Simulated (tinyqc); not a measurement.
Capture against depth of the level: configuration-coordinate model of carrier capture at a defect.

Two parabolas of equal curvature k in one coordinate Q: with the carrier free at the band edge, U_f = k Q^2/2; with the carrier trapped, U_t = k (Q - dQ)^2/2 - ET. ER = k dQ^2/2, Huang-Rhys factor S = ER/hw, hw = 0.0646541 sqrt(k/M) eV for k in eV/angstrom^2 and M in u. The curves cross at a height Eb = (ER - ET)^2/(4 ER) above the free minimum.

Multiphonon factor for giving p = ET/hw phonons to the lattice: W = exp(-S (2 nb + 1)) ((nb + 1)/nb)^(p/2) I_p(x), nb = 1/(exp(hw/kT) - 1), x = 2 S sqrt(nb (nb + 1)), I_p the modified Bessel function. Classical limit: W = hw exp(-Eb/kT)/sqrt(4 pi ER kT). At T = 0: exp(-S) S^p/Gamma(p + 1).

Constants: kB = 8.617333262e-05 eV/K.

Inputs chosen for the exercise (out of a larger set: of the size met at a DX centre in AlGaAs; not measured data):
```
symbol  value  unit  meaning
ER      0.87   eV    relaxation energy
hw      0.014  eV    phonon energy of the mode
T       200    K     temperature
```

ET is varied at fixed ER, hw and T, as by moving the band edge with alloying or pressure.

Against ET:
```
ET/ER  ET (eV)  Eb (eV)  log10 W  log10 W, classical
0.10     0.087   0.1762   -5.852              -5.931
0.25     0.217   0.1223   -4.504              -4.574
0.50     0.435   0.0544   -2.819              -2.862
0.75     0.652   0.0136   -1.824              -1.834
1.00     0.870   0.0000   -1.503              -1.491
1.25     1.087   0.0136   -1.832              -1.834
1.50     1.305   0.0544   -2.787              -2.862
2.00     1.740   0.2175   -6.460              -6.972
3.00     2.610   0.8700  -20.085             -23.414
```

What can be read from this table?

Capture is fastest at ET/ER = 1 among these rows, where the barrier vanishes or nearly so. The classical form is symmetric about ET = ER; the quantum one gives -2.82 at 0.5 and -2.79 at 1.5, against -2.86 for both. At ET = 3 ER it lies 3.3 decades above the classical value: deep levels capture by emitting many phonons, and the rate falls with depth by 15.7 decades per eV between the last two rows. Rows deeper than the gap of the host are formal.

Run: tinyqc, `OMP_NUM_THREADS=1 python tinyqc.py 1480804 1480805 out.jsonl`; Intel(R) Xeon(R) Processor @ 2.30GHz, one thread, shared host; about 0.01 s of CPU time with all checks.
